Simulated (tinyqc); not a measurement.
Worked calculation (part 2 of 2): UKS/B3LYP (VWN-RPA form) in the 6-311g basis, for H2-, spin multiplicity 2. The basis has no diffuse functions, so it cannot describe the extra electron: this is an exercise in the method, not the real anion. Computed by tinyqc, a small Python program that keeps every step (integrals from PySCF). Command: `OMP_NUM_THREADS=1 python tinyqc.py 24524 24525 out.jsonl` (the two numbers bound the seeds that draw the settings). One thread of a shared host (Intel(R) Xeon(R) Processor @ 2.60GHz), about 2 s of CPU time with the checks.

Geometry (angstrom):
```
atom         x         y         z
H     0.000000  0.000000  0.000000
H     0.000000  0.000000  0.734000
```

## Iteration 2: exchange-correlation on the grid

D(alpha) after iteration 1, order 1H 1s, 1H 2s, 1H 3s, 2H 1s, 2H 2s, 2H 3s:
```
[[0.037134, 0.022519, 0.235498, 0.024518, 0.045958, -0.148765],
 [0.022519, 0.059801, -0.308784, 0.045958, 0.016255, 0.405117],
 [0.235498, -0.308784, 5.912957, -0.148765, 0.405117, -5.790940],
 [0.024518, 0.045958, -0.148765, 0.037134, 0.022519, 0.235498],
 [0.045958, 0.016255, 0.405117, 0.022519, 0.059801, -0.308784],
 [-0.148765, 0.405117, -5.790940, 0.235498, -0.308784, 5.912957]]
```

D(beta) after iteration 1, order 1H 1s, 1H 2s, 1H 3s, 2H 1s, 2H 2s, 2H 3s:
```
[[0.023800, 0.016889, 0.053215, 0.023800, 0.016889, 0.053215],
 [0.016889, 0.011985, 0.037763, 0.016889, 0.011985, 0.037763],
 [0.053215, 0.037763, 0.118985, 0.053215, 0.037763, 0.118985],
 [0.023800, 0.016889, 0.053215, 0.023800, 0.016889, 0.053215],
 [0.016889, 0.011985, 0.037763, 0.016889, 0.011985, 0.037763],
 [0.053215, 0.037763, 0.118985, 0.053215, 0.037763, 0.118985]]
```

Becke grid with 40 radial and 50 angular points per atom, points of zero weight dropped. rho = sum D_ij phi_i phi_j; V_xc,ij = sum w v_xc phi_i phi_j plus the gradient terms; v_xc is d(rho eps)/d rho(s) for spin s at fixed gradient. Exact exchange is left to K.

The 16 grid points with the largest w rho, of 3998 (bohr, atomic units):
```
x                  y          z         w  rho(alpha)  rho(beta)     eps_xc  v_xc(alpha)
0.948384   -0.948384   4.232212  0.908315    0.005260   0.000549  -0.149176    -0.174171
-0.948384  -0.948384   4.232212  0.908315    0.005260   0.000549  -0.149176    -0.174171
-0.948384   0.948384   4.232212  0.908315    0.005260   0.000549  -0.149176    -0.174171
0.948384    0.948384   4.232212  0.908315    0.005260   0.000549  -0.149176    -0.174171
-0.948384  -0.948384  -2.845153  0.908315    0.005260   0.000549  -0.149176    -0.174171
0.948384   -0.948384  -2.845153  0.908315    0.005260   0.000549  -0.149176    -0.174171
0.948384    0.948384  -2.845153  0.908315    0.005260   0.000549  -0.149176    -0.174171
-0.948384   0.948384  -2.845153  0.908315    0.005260   0.000549  -0.149176    -0.174171
0.844837    0.844837   3.921571  0.648147    0.007127   0.000937  -0.160066    -0.196388
-0.844837   0.844837   3.921571  0.648147    0.007127   0.000937  -0.160066    -0.196388
-0.844837  -0.844837   3.921571  0.648147    0.007127   0.000937  -0.160066    -0.196388
0.844837   -0.844837   3.921571  0.648147    0.007127   0.000937  -0.160066    -0.196388
-0.844837  -0.844837  -2.534512  0.648147    0.007127   0.000937  -0.160066    -0.196388
0.844837   -0.844837  -2.534512  0.648147    0.007127   0.000937  -0.160066    -0.196388
0.844837    0.844837  -2.534512  0.648147    0.007127   0.000937  -0.160066    -0.196388
-0.844837   0.844837  -2.534512  0.648147    0.007127   0.000937  -0.160066    -0.196388
```

electrons on the grid, sum of w rho = 3.000105

E_xc = sum of w rho eps_xc = -0.64317247 hartree

V_xc(alpha) (hartree), order 1H 1s, 1H 2s, 1H 3s, 2H 1s, 2H 2s, 2H 3s:
```
[[-0.489872, -0.301129, -0.152924, -0.132001, -0.186888, -0.128797],
 [-0.301129, -0.333193, -0.231174, -0.186888, -0.251146, -0.202074],
 [-0.152924, -0.231174, -0.225210, -0.128797, -0.202074, -0.206526],
 [-0.132001, -0.186888, -0.128797, -0.489872, -0.301129, -0.152924],
 [-0.186888, -0.251146, -0.202074, -0.301129, -0.333193, -0.231174],
 [-0.128797, -0.202074, -0.206526, -0.152924, -0.231174, -0.225210]]
```

V_xc(beta) (hartree), order 1H 1s, 1H 2s, 1H 3s, 2H 1s, 2H 2s, 2H 3s:
```
[[-0.455809, -0.282190, -0.143608, -0.124700, -0.176275, -0.121257],
 [-0.282190, -0.315527, -0.219040, -0.176275, -0.240293, -0.193133],
 [-0.143608, -0.219040, -0.211337, -0.121257, -0.193133, -0.195665],
 [-0.124700, -0.176275, -0.121257, -0.455809, -0.282190, -0.143608],
 [-0.176275, -0.240293, -0.193133, -0.282190, -0.315527, -0.219040],
 [-0.121257, -0.193133, -0.195665, -0.143608, -0.219040, -0.211337]]
```

## Iteration 2: building the Kohn-Sham matrix

core Hamiltonian H = T + V (hartree), order 1H 1s, 1H 2s, 1H 3s, 2H 1s, 2H 2s, 2H 3s:
```
[[-0.526219, -1.013076, -0.671186, -0.645568, -0.760683, -0.582305],
 [-1.013076, -1.061409, -0.853497, -0.760683, -0.922041, -0.782562],
 [-0.671186, -0.853497, -0.808772, -0.582305, -0.782562, -0.766665],
 [-0.645568, -0.760683, -0.582305, -0.526219, -1.013076, -0.671186],
 [-0.760683, -0.922041, -0.782562, -1.013076, -1.061409, -0.853497],
 [-0.582305, -0.782562, -0.766665, -0.671186, -0.853497, -0.808772]]
```

nuclear repulsion = 0.72094988 hartree

Given earlier and not repeated: Two-electron integrals (ij|kl) in chemists' order.

J_ij = sum D_kl (ij|kl) with D = D(alpha) + D(beta), K_ij = sum D_kl (ik|jl) for each spin; F = H + J - 0.2 K(s) + V_xc; E = tr D H + tr D J / 2 - 0.1 sum_s tr D(s) K(s) + E_xc + E_nn.

Coulomb J (hartree), order 1H 1s, 1H 2s, 1H 3s, 2H 1s, 2H 2s, 2H 3s:
```
[[1.719678, 1.152254, 0.598023, 0.488743, 0.717688, 0.503515],
 [1.152254, 1.438524, 1.047407, 0.717688, 1.083355, 0.917406],
 [0.598023, 1.047407, 1.108631, 0.503515, 0.917406, 1.020713],
 [0.488743, 0.717688, 0.503515, 1.719678, 1.152254, 0.598023],
 [0.717688, 1.083355, 0.917406, 1.152254, 1.438524, 1.047407],
 [0.503515, 0.917406, 1.020713, 0.598023, 1.047407, 1.108631]]
```

exchange K(alpha) (hartree), order 1H 1s, 1H 2s, 1H 3s, 2H 1s, 2H 2s, 2H 3s:
```
[[0.438302, 0.457665, 0.342685, 0.275067, 0.363021, 0.302532],
 [0.457665, 0.558837, 0.457409, 0.363021, 0.475531, 0.411398],
 [0.342685, 0.457409, 0.408659, 0.302532, 0.411398, 0.377405],
 [0.275067, 0.363021, 0.302532, 0.438302, 0.457665, 0.342685],
 [0.363021, 0.475531, 0.411398, 0.457665, 0.558837, 0.457409],
 [0.302532, 0.411398, 0.377405, 0.342685, 0.457409, 0.408659]]
```

exchange K(beta) (hartree), order 1H 1s, 1H 2s, 1H 3s, 2H 1s, 2H 2s, 2H 3s:
```
[[0.328136, 0.357504, 0.282435, 0.231056, 0.312277, 0.268837],
 [0.357504, 0.451887, 0.385278, 0.312277, 0.422591, 0.374515],
 [0.282435, 0.385278, 0.348656, 0.268837, 0.374515, 0.343946],
 [0.231056, 0.312277, 0.268837, 0.328136, 0.357504, 0.282435],
 [0.312277, 0.422591, 0.374515, 0.357504, 0.451887, 0.385278],
 [0.268837, 0.374515, 0.343946, 0.282435, 0.385278, 0.348656]]
```

F(alpha) (hartree), order 1H 1s, 1H 2s, 1H 3s, 2H 1s, 2H 2s, 2H 3s:
```
[[0.615927, -0.253485, -0.294624, -0.343840, -0.302487, -0.268093],
 [-0.253485, -0.067846, -0.128745, -0.302487, -0.184938, -0.149510],
 [-0.294624, -0.128745, -0.007083, -0.268093, -0.149510, -0.027959],
 [-0.343840, -0.302487, -0.268093, 0.615927, -0.253485, -0.294624],
 [-0.302487, -0.184938, -0.149510, -0.253485, -0.067846, -0.128745],
 [-0.268093, -0.149510, -0.027959, -0.294624, -0.128745, -0.007083]]
```

F(beta) (hartree), order 1H 1s, 1H 2s, 1H 3s, 2H 1s, 2H 2s, 2H 3s:
```
[[0.672023, -0.214513, -0.273258, -0.327737, -0.281725, -0.253814],
 [-0.214513, -0.028790, -0.102185, -0.281725, -0.163497, -0.133192],
 [-0.273258, -0.102185, 0.018790, -0.253814, -0.133192, -0.010406],
 [-0.327737, -0.281725, -0.253814, 0.672023, -0.214513, -0.273258],
 [-0.281725, -0.163497, -0.133192, -0.214513, -0.028790, -0.102185],
 [-0.253814, -0.133192, -0.010406, -0.273258, -0.102185, 0.018790]]
```

total energy of this density = -0.98592063 hartree

## Iteration 2: DIIS over 2 matrices

error matrix X^T (FDS - SDF) X (alpha):
```
[[0.000000, 0.000000, 0.019532, 0.000000, 0.040285, 0.000000],
 [0.000000, 0.000000, 0.000000, -0.002846, 0.000000, 0.016959],
 [-0.019532, 0.000000, 0.000000, 0.000000, 0.040571, 0.000000],
 [0.000000, 0.002846, 0.000000, 0.000000, 0.000000, -0.108266],
 [-0.040285, 0.000000, -0.040571, 0.000000, 0.000000, 0.000000],
 [0.000000, -0.016959, 0.000000, 0.108266, 0.000000, 0.000000]]
```

B (overlaps of the stored error matrices):
```
[[1.0464665e-01, -4.0865903e-02],
 [-4.0865903e-02, 8.2968629e-02]]
```

Minimise |sum c_i e_i|^2 with sum c_i = 1: solve [B -1; -1 0][c; lambda] = [0; -1] with B_ij = tr e_i^T e_j summed over both spins, and take F = sum c_i F_i.

DIIS coefficients: [0.459758, 0.540242]

extrapolated F(alpha) (hartree), order 1H 1s, 1H 2s, 1H 3s, 2H 1s, 2H 2s, 2H 3s:
```
[[0.783198, -0.160008, -0.252569, -0.302828, -0.247743, -0.234678],
 [-0.160008, 0.030546, -0.065325, -0.247743, -0.113665, -0.096306],
 [-0.252569, -0.065325, 0.051589, -0.234678, -0.096306, 0.024336],
 [-0.302828, -0.247743, -0.234678, 0.783198, -0.160008, -0.252569],
 [-0.247743, -0.113665, -0.096306, -0.160008, 0.030546, -0.065325],
 [-0.234678, -0.096306, 0.024336, -0.252569, -0.065325, 0.051589]]
```

extrapolated F(beta) (hartree), order 1H 1s, 1H 2s, 1H 3s, 2H 1s, 2H 2s, 2H 3s:
```
[[0.890069, -0.078068, -0.202592, -0.261151, -0.191498, -0.192411],
 [-0.078068, 0.117944, -0.003402, -0.191498, -0.044972, -0.042708],
 [-0.202592, -0.003402, 0.102828, -0.192411, -0.042708, 0.070081],
 [-0.261151, -0.191498, -0.192411, 0.890069, -0.078068, -0.202592],
 [-0.191498, -0.044972, -0.042708, -0.078068, 0.117944, -0.003402],
 [-0.192411, -0.042708, 0.070081, -0.202592, -0.003402, 0.102828]]
```

## Iteration 2: diagonalisation and new density

X, order 1H 1s, 1H 2s, 1H 3s, 2H 1s, 2H 2s, 2H 3s:
```
[[0.585291, -0.923922, -0.705456, 0.574645, 0.675166, 0.157222],
 [-2.201352, 1.418124, 1.163996, 0.086985, 0.330328, 0.231244],
 [3.280265, -0.820980, 0.907018, -0.496444, 0.101211, 0.222505],
 [-0.585291, -0.923922, 0.705456, 0.574645, -0.675166, 0.157222],
 [2.201352, 1.418124, -1.163996, 0.086985, -0.330328, 0.231244],
 [-3.280265, -0.820980, -0.907018, -0.496444, -0.101211, 0.222505]]
```

Diagonalise F' = X^T F X, C = X C', fill 2 alpha and 1 beta electrons from the bottom; D(s) = C_occ C_occ^T. Each column has its largest component positive (the first on a tie).

F' = X^T F X (alpha) (hartree):
```
[[1.243822, 0.000000, -0.905000, 0.000000, 0.411787, 0.000000],
 [0.000000, 1.999518, 0.000000, -0.804298, 0.000000, 0.056083],
 [-0.905000, 0.000000, 1.405033, 0.000000, -0.815127, 0.000000],
 [0.000000, -0.804298, 0.000000, 0.855817, 0.000000, -0.070523],
 [0.411787, 0.000000, -0.815127, 0.000000, 1.099680, 0.000000],
 [0.000000, 0.056083, 0.000000, -0.070523, 0.000000, -0.138367]]
```

orbital energies (alpha) (hartree): [-0.143345, 0.274688, 0.443134, 0.755266, 2.417178, 2.718580]

coefficients C (alpha), order 1H 1s, 1H 2s, 1H 3s, 2H 1s, 2H 2s, 2H 3s:
```
[[0.197074, 0.090529, -0.074065, -0.118508, -1.079001, -1.128647],
 [0.237469, -0.039004, -0.714762, -1.701961, 1.226719, 1.847096],
 [0.186437, 2.280591, 0.831355, 2.201611, -0.494028, -1.242932],
 [0.197074, -0.090529, -0.074065, 0.118508, -1.079001, 1.128647],
 [0.237469, 0.039004, -0.714762, 1.701961, 1.226719, -1.847096],
 [0.186437, -2.280591, 0.831355, -2.201611, -0.494028, 1.242932]]
```

F' = X^T F X (beta) (hartree):
```
[[1.274340, 0.000000, -0.904355, 0.000000, 0.422710, 0.000000],
 [0.000000, 2.029356, 0.000000, -0.823033, 0.000000, 0.049743],
 [-0.904355, 0.000000, 1.460676, 0.000000, -0.818136, 0.000000],
 [0.000000, -0.823033, 0.000000, 0.906503, 0.000000, -0.031185],
 [0.422710, 0.000000, -0.818136, 0.000000, 1.189455, 0.000000],
 [0.000000, 0.049743, 0.000000, -0.031185, 0.000000, -0.047948]]
```

orbital energies (beta) (hartree): [-0.049348, 0.335261, 0.471681, 0.807062, 2.465578, 2.782148]

coefficients C (beta), order 1H 1s, 1H 2s, 1H 3s, 2H 1s, 2H 2s, 2H 3s:
```
[[0.183084, 0.083114, -0.074889, -0.108034, -1.081406, -1.130267],
 [0.209072, -0.101368, -0.737751, -1.721779, 1.218248, 1.826240],
 [0.227098, 2.362276, 0.824415, 2.125642, -0.488610, -1.222443],
 [0.183084, -0.083114, -0.074889, 0.108034, -1.081406, 1.130267],
 [0.209072, 0.101368, -0.737751, 1.721779, 1.218248, -1.826240],
 [0.227098, -2.362276, 0.824415, -2.125642, -0.488610, 1.222443]]
```

D(alpha) after iteration 2, order 1H 1s, 1H 2s, 1H 3s, 2H 1s, 2H 2s, 2H 3s:
```
[[0.047034, 0.043268, 0.243202, 0.030643, 0.050330, -0.169718],
 [0.043268, 0.057913, -0.044679, 0.050330, 0.054870, 0.133225],
 [0.243202, -0.044679, 5.235856, -0.169718, 0.133225, -5.166339],
 [0.030643, 0.050330, -0.169718, 0.047034, 0.043268, 0.243202],
 [0.050330, 0.054870, 0.133225, 0.043268, 0.057913, -0.044679],
 [-0.169718, 0.133225, -5.166339, 0.243202, -0.044679, 5.235856]]
```

D(beta) after iteration 2, order 1H 1s, 1H 2s, 1H 3s, 2H 1s, 2H 2s, 2H 3s:
```
[[0.033520, 0.038278, 0.041578, 0.033520, 0.038278, 0.041578],
 [0.038278, 0.043711, 0.047480, 0.038278, 0.043711, 0.047480],
 [0.041578, 0.047480, 0.051574, 0.041578, 0.047480, 0.051574],
 [0.033520, 0.038278, 0.041578, 0.033520, 0.038278, 0.041578],
 [0.038278, 0.043711, 0.047480, 0.038278, 0.043711, 0.047480],
 [0.041578, 0.047480, 0.051574, 0.041578, 0.047480, 0.051574]]
```

## Iteration 8 (converged): orbitals

converged F(alpha) (hartree), order 1H 1s, 1H 2s, 1H 3s, 2H 1s, 2H 2s, 2H 3s:
```
[[0.767884, -0.162242, -0.248385, -0.300134, -0.242554, -0.227704],
 [-0.162242, 0.027188, -0.065489, -0.242554, -0.107765, -0.091413],
 [-0.248385, -0.065489, 0.046762, -0.227704, -0.091413, 0.023423],
 [-0.300134, -0.242554, -0.227704, 0.767884, -0.162242, -0.248385],
 [-0.242554, -0.107765, -0.091413, -0.162242, 0.027188, -0.065489],
 [-0.227704, -0.091413, 0.023423, -0.248385, -0.065489, 0.046762]]
```

converged F(beta) (hartree), order 1H 1s, 1H 2s, 1H 3s, 2H 1s, 2H 2s, 2H 3s:
```
[[0.788615, -0.145664, -0.237452, -0.303797, -0.242246, -0.224221],
 [-0.145664, 0.051579, -0.042727, -0.242246, -0.102744, -0.080015],
 [-0.237452, -0.042727, 0.077269, -0.224221, -0.080015, 0.045029],
 [-0.303797, -0.242246, -0.224221, 0.788615, -0.145664, -0.237452],
 [-0.242246, -0.102744, -0.080015, -0.145664, 0.051579, -0.042727],
 [-0.224221, -0.080015, 0.045029, -0.237452, -0.042727, 0.077269]]
```

As before.

F' = X^T F X (alpha) (hartree):
```
[[1.220428, 0.000000, -0.907610, 0.000000, 0.406222, 0.000000],
 [0.000000, 1.976804, 0.000000, -0.798233, 0.000000, 0.057290],
 [-0.907610, 0.000000, 1.365749, 0.000000, -0.821261, 0.000000],
 [0.000000, -0.798233, 0.000000, 0.831732, 0.000000, -0.070358],
 [0.406222, 0.000000, -0.821261, 0.000000, 1.073100, 0.000000],
 [0.000000, 0.057290, 0.000000, -0.070358, 0.000000, -0.136323]]
```

orbital energies (alpha) (hartree): [-0.141410, 0.233237, 0.424289, 0.735915, 2.389334, 2.690125]

coefficients C (alpha), order 1H 1s, 1H 2s, 1H 3s, 2H 1s, 2H 2s, 2H 3s:
```
[[0.198117, 0.089285, -0.075975, -0.118013, -1.078677, -1.128798],
 [0.237338, -0.027163, -0.711977, -1.702181, 1.228363, 1.847104],
 [0.185771, 2.267127, 0.830605, 2.213405, -0.495538, -1.246612],
 [0.198117, -0.089285, -0.075975, 0.118013, -1.078677, 1.128798],
 [0.237338, 0.027163, -0.711977, 1.702181, 1.228363, -1.847104],
 [0.185771, -2.267127, 0.830605, -2.213405, -0.495538, 1.246612]]
```

F' = X^T F X (beta) (hartree):
```
[[1.261586, 0.000000, -0.886519, 0.000000, 0.414611, 0.000000],
 [0.000000, 1.990643, 0.000000, -0.795168, 0.000000, 0.051835],
 [-0.886519, 0.000000, 1.432642, 0.000000, -0.792431, 0.000000],
 [0.000000, -0.795168, 0.000000, 0.850163, 0.000000, -0.077738],
 [0.414611, 0.000000, -0.792431, 0.000000, 1.117820, 0.000000],
 [0.000000, 0.051835, 0.000000, -0.077738, 0.000000, -0.115670]]
```

orbital energies (beta) (hartree): [-0.121981, 0.328182, 0.445564, 0.770143, 2.401552, 2.713722]

coefficients C (beta), order 1H 1s, 1H 2s, 1H 3s, 2H 1s, 2H 2s, 2H 3s:
```
[[0.198777, 0.090636, -0.072658, -0.120592, -1.078784, -1.128417],
 [0.249229, -0.047946, -0.708291, -1.699032, 1.228139, 1.849579],
 [0.172296, 2.291468, 0.833527, 2.189207, -0.495500, -1.244835],
 [0.198777, -0.090636, -0.072658, 0.120592, -1.078784, 1.128417],
 [0.249229, 0.047946, -0.708291, 1.699032, 1.228139, -1.849579],
 [0.172296, -2.291468, 0.833527, -2.189207, -0.495500, 1.244835]]
```

D(alpha) after iteration 8, order 1H 1s, 1H 2s, 1H 3s, 2H 1s, 2H 2s, 2H 3s:
```
[[0.047222, 0.044596, 0.239224, 0.031279, 0.049446, -0.165615],
 [0.044596, 0.057067, -0.017492, 0.049446, 0.055592, 0.105673],
 [0.239224, -0.017492, 5.174376, -0.165615, 0.105673, -5.105354],
 [0.031279, 0.049446, -0.165615, 0.047222, 0.044596, 0.239224],
 [0.049446, 0.055592, 0.105673, 0.044596, 0.057067, -0.017492],
 [-0.165615, 0.105673, -5.105354, 0.239224, -0.017492, 5.174376]]
```

D(beta) after iteration 8, order 1H 1s, 1H 2s, 1H 3s, 2H 1s, 2H 2s, 2H 3s:
```
[[0.039512, 0.049541, 0.034248, 0.039512, 0.049541, 0.034248],
 [0.049541, 0.062115, 0.042941, 0.049541, 0.062115, 0.042941],
 [0.034248, 0.042941, 0.029686, 0.034248, 0.042941, 0.029686],
 [0.039512, 0.049541, 0.034248, 0.039512, 0.049541, 0.034248],
 [0.049541, 0.062115, 0.042941, 0.049541, 0.062115, 0.042941],
 [0.034248, 0.042941, 0.029686, 0.034248, 0.042941, 0.029686]]
```

## Convergence

Stop when the energy changes by less than 1e-10 hartree and every element of the error matrix X^T (F D S - S D F) X (for each spin) is below 3e-06.

Course of the cycle:
```
iteration  E (hartree)     change  largest element of the error matrix
1          -1.08832824          -                             1.70e-01
2          -0.98592063   1.02e-01                             1.60e-01
3          -1.03021762  -4.43e-02                             4.73e-02
4          -1.03341111  -3.19e-03                             4.27e-03
5          -1.03345328  -4.22e-05                             3.90e-04
6          -1.03345351  -2.27e-07                             8.87e-06
7          -1.03345351  -4.58e-10                             9.80e-07
8          -1.03345351  -1.85e-12                             6.95e-08
```

PySCF UKS in the same basis, fine grid, after a stability check = -1.03343704 hartree

Converged in 8 iterations. The coarse grid moves the energy by -1.65e-05 hartree.

## Populations, bond orders and dipole

overlap S, order 1H 1s, 1H 2s, 1H 3s, 2H 1s, 2H 2s, 2H 3s:
```
[[1.000000, 0.706377, 0.373664, 0.275684, 0.429244, 0.311327],
 [0.706377, 1.000000, 0.788963, 0.429244, 0.730923, 0.678876],
 [0.373664, 0.788963, 1.000000, 0.311327, 0.678876, 0.905894],
 [0.275684, 0.429244, 0.311327, 1.000000, 0.706377, 0.373664],
 [0.429244, 0.730923, 0.678876, 0.706377, 1.000000, 0.788963],
 [0.311327, 0.678876, 0.905894, 0.373664, 0.788963, 1.000000]]
```

Mulliken: Z minus the diagonal of D S on the atom; Loewdin: the same with S^(1/2) D S^(1/2); Mayer order: 2 sum_s sum (D(s) S)_ij (D(s) S)_ji over the two atoms.

Charges (e):
```
atom   Mulliken    Loewdin  Mulliken spin
1H    -0.500000  -0.500000       0.500000
2H    -0.500000  -0.500000       0.500000
```

Mayer bond orders:
```
pair     order
2-1   0.395542
```

dipole moment about the origin, x y z (debye): [0.000000, 0.000000, -1.762776]

<S^2> of the determinant (pure state: 0.75) = 0.750253
